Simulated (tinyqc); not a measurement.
Input admittance of a MOSFET at zero drain bias: distributed channel and distributed gate: two steps of the calculation.

Source and drain grounded, strong inversion, w = 2 pi f, Cox = eps0 eox/tox. The channel is an RC line of resistance 1/(mu Cox Vo) per square fed from both ends, so one finger has the intrinsic admittance y = i w Cox L tanh(g)/g per width, g = (1/2) sqrt(i w tau), tau = L^2/(mu Vo). The vertical resistance rv/L is in series with y, the overlaps 2 i w Cov in parallel: y_t = 1/(1/y + rv/L) + 2 i w Cov. The gate strip is a line of Rsh/L per length loaded by y_t, so a finger has Y = y_t Wf tanh(k)/k, k = (Wf/sd) sqrt(y_t Rsh/L); the device has Nf Y.

Parameters, values chosen for the exercise; values of the order met in silicon radio-frequency transistors: relative permittivity of the gate insulator (close to silicon dioxide) eox = 3.9; insulator thickness tox = 7.6 nm; channel length L = 1.4 um; finger width Wf = 1.4 um; number of fingers Nf = 64; channel mobility mu = 310 cm^2/(V s); gate overdrive Vo = 0.78 V; sheet resistance of the gate Rsh = 15 ohm/square; vertical resistivity of the gate stack rv = 0 ohm um^2; number of ends at which a finger is contacted sd = 1; overlap and fringe capacitance on each side Cov = 0.23 fF/um; frequency f = 1.9 GHz.

Constants: eps0 = 8.8541878128e-14 F/cm where lengths are in cm. Results are converted to the units shown.

Problem 1. Low-frequency resistances and capacitance. Low-frequency limits, with c = Cox L and ct = c + 2 Cov: R_strip = Rsh Wf/(3 sd^2 L Nf), R_ch = (c/ct)^2 L/(12 mu Cox Vo Wf Nf), R_vert = (c/ct)^2 rv/(L Wf Nf), C = ct Wf Nf.

Give: parts; sum; C; 1/(2 pi R C).

Solution 1.

parts (ohm): strip 0.07812, channel 10.31, vertical 0
sum = 10.39 ohm
C = 611.2 fF
1/(2 pi R C) = 25.08 GHz

The channel term is the largest, 99.2 % of the sum.

Problem 2. Admittance of the channel and stack per width. tau, g, c = Cox L, y and y_t as defined.

Give: tau; g; c; y; y_t.

Solution 2.

tau = 81.059 ps
g = 0.34779+0.34779i
c = 6.3610 fF/um
y = 6.066+75.351i uS/um
y_t = 6.066+80.843i uS/um

w tau = 0.968, and Im y is 0.992 of w c.

Program tinyqc, `OMP_NUM_THREADS=1 python tinyqc.py 2262212 2262213 out.jsonl`; Intel Xeon 2.30GHz, shared host, one thread, about 0.01 s.
